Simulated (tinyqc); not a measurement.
Worked calculation: UHF in the 6-311g basis, for H2, spin multiplicity 3. One step of it, computed by the program tinyqc.

Task: Iteration 3: DIIS coefficients. Solve [B -1; -1 0][c; lambda] = [0; -1] for the coefficients, which sum to one.

B (overlaps of the stored error matrices), lower triangle:
```
,1,2,3
1,1.6286462e+00
2,5.6581721e-01,2.0403765e-01
3,1.3012962e-01,4.9184410e-02,1.2695593e-02
```

Give: DIIS coefficients.

Result:

DIIS coefficients: 0.162  -0.855  1.693
